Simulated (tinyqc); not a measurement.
Inside a calculation: configuration-coordinate model of carrier capture at a defect. Values are carried at full precision from step to step, so a last printed digit may differ when a step is redone from the rounded ones.

Two parabolas of equal curvature k in one coordinate Q: with the carrier free at the band edge, U_f = k Q^2/2; with the carrier trapped, U_t = k (Q - dQ)^2/2 - ET. ER = k dQ^2/2, Huang-Rhys factor S = ER/hw, hw = 0.0646541 sqrt(k/M) eV for k in eV/angstrom^2 and M in u. The curves cross at a height Eb = (ER - ET)^2/(4 ER) above the free minimum.

Constants: kB = 8.617333262e-05 eV/K.

Values chosen for the exercise (of the size met at a deep level in Si; not measured data):
- ET = 0.3 eV (thermal depth of the level below the band edge)
- ER = 0.26 eV (relaxation energy)
- hw = 0.029 eV (phonon energy of the mode)
- M = 70 u (mass of the mode)
- T = 250 K (temperature)
- nu = 1e+11 1/s (attempt rate)

## The two parabolas

Form S, k, dQ, the crossing point Qc = (ER - ET)/(k dQ), Eb, and the emission barrier Eb + ET.

S = 8.966
k = 14.0832 eV/angstrom^2
dQ = 0.1922 angstrom
Qc = -0.0148 angstrom

barriers (eV): capture 0.0015, emission 0.3015

ER < ET: the crossing lies on the far side of the free minimum (the inverted case), where tunnelling between vibrational states can matter much if Eb is well above hw.

## Optical transitions

Vertical ionisation from the trapped minimum costs ET + ER; vertical capture from the free minimum releases ET - ER (none if negative); the band has a standard deviation sqrt(S hw^2 coth(hw/2kT)) with S = ER/hw, and a full width 2.35482 times that.

energies (eV): ionisation peak 0.560, zero-phonon 0.300, emission peak 0.040

coth(hw/2kT) = 1.7036
standard deviation = 0.1133 eV
full width = 0.2669 eV

Radiative capture would peak at 0.040 eV. The optical peak exceeds the thermal depth by a factor 1.87.

## The multiphonon factor

Multiphonon factor for giving p = ET/hw phonons to the lattice: W = exp(-S (2 nb + 1)) ((nb + 1)/nb)^(p/2) I_p(x), nb = 1/(exp(hw/kT) - 1), x = 2 S sqrt(nb (nb + 1)), I_p the modified Bessel function. Classical limit: W = hw exp(-Eb/kT)/sqrt(4 pi ER kT). At T = 0: exp(-S) S^p/Gamma(p + 1).

Form p, nb, x and ln W, the classical ln W, and the capture time 1/(nu W).

p, nb, x: 10.3448  0.3518  12.3655

ln W: quantum -2.368, classical -2.285

capture time = 1.07e-10 s

The quantum factor is 0.92 times the classical one at kT/hw = 0.74: the two agree.

## Emission by detailed balance

For equal degeneracies and one band-edge state, emission time = capture time x exp(ET/kT).

ET/kT = 13.925
log10 of the emission time in s = -3.92

## Checks

- Ln W for the nearest whole p against the double Poisson sum over emitted and absorbed phonons: both -2.33424.

(tinyqc, `OMP_NUM_THREADS=1 python tinyqc.py 1452372 1452373 out.jsonl`, Intel(R) Xeon(R) Processor @ 2.30GHz, 1 thread, shared host, about 0.01 s.)
